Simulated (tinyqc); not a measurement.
# Free and trapped electrons in a MOS channel with a dense trap tail, step by step

Program tinyqc, `OMP_NUM_THREADS=1 python tinyqc.py 2222221 2222222 out.jsonl`; Intel Xeon 2.30GHz, shared host, one thread, about 0.02 s. Printed values are rounded.

p-type body, charge-sheet picture, full ionisation (an idealisation for deep acceptors), Boltzmann statistics for free electrons. e = Ec - EF at the surface. Acceptor-like traps of density D(E) = D0 + De exp(-E/Ew) at depth E below Ec, from 0 to Eu, hold n_t = integral of D(E)/(1 + exp((e - E)/Vt)). psi = Eg - Vt ln(Nv/Na) - e; N_dep = sqrt(2 eps0 eps_r Na (psi - Vt)/q); n_f = sqrt(N_dep^2 + 2 eps0 eps_r Vt Nc exp(-e/Vt)/q) - N_dep; Vg = Vfb + psi + q (N_dep + n_t + n_f)/Cox, Cox = eps0 eox/tox.

Parameters, values chosen for the exercise; band and dielectric values close to those of silicon: temperature T = 300 K; band gap Eg = 1.12 eV; relative permittivity eps_r = 11.5; conduction-band density of states at T Nc = 2.84e19 cm^-3; valence-band density of states at T Nv = 2.65e19 cm^-3; relative permittivity of the insulator eox = 3.9; insulator thickness tox = 69 nm; acceptor density Na = 4.1e15 cm^-3; flat-band voltage without trapped charge Vfb = -0.87 V; constant background density of acceptor-like traps D0 = 3.8e10 cm^-2 eV^-1; density of the tail at the conduction edge De = 1.4e13 cm^-2 eV^-1; decay energy of the tail Ew = 0.1 eV; depth below Ec down to which the traps reach Eu = 0.9 eV; mobility of free electrons mf = 160 cm^2/(V s); Ec - EF at the surface e = 0.087 eV.

Constants: q = 1.602176634e-19 C, kB = 1.380649e-23 J/K, Vt = kB T/q, eps0 = 8.8541878128e-14 F/cm where lengths are in cm. Results are converted to the units shown.

## Trapped charge

Trapezoid rule on 16 equal steps from 0 to Eu, f = 1/(1 + exp((e - E)/Vt)).

```
point,E (eV),D(E) f (cm^-2 eV^-1)
0,0,4.68832e11
1,0.05625,1.87033e12
2,0.1125,3.33823e12
3,0.168750,2.52102e12
4,0.225,1.50635e12
5,0.281250,8.78286e11
6,0.3375,5.17022e11
7,0.393750,3.10954e11
8,0.45,1.93526e11
9,0.506250,1.26616e11
10,0.5625,8.84919e10
11,0.618750,6.67694e10
12,0.675,5.43923e10
13,0.731250,4.73401e10
14,0.7875,4.33218e10
15,0.843750,4.10323e10
16,0.9,3.97277e10
```

n_t = 6.67011e11 cm^-2

With 1600 steps n_t = 6.704e11 cm^-2; the coarse value is 0.51 % below it.

## Charges and gate voltage

psi, N_dep, n_f and Vg as defined, with the n_t given; free share n_f/(n_f + n_t); apparent mobility mf n_f/(n_f + n_t); gate voltage spent on traps q n_t/Cox.

psi = 0.806177 V
N_dep = 2.01657e11 cm^-2
n_f = 4.00922e11 cm^-2
Vg = 4.00070 V
free share = 37.5419 %
apparent mobility = 60.0670 cm^2/(V s)
gate voltage spent on traps = 2.13540 V
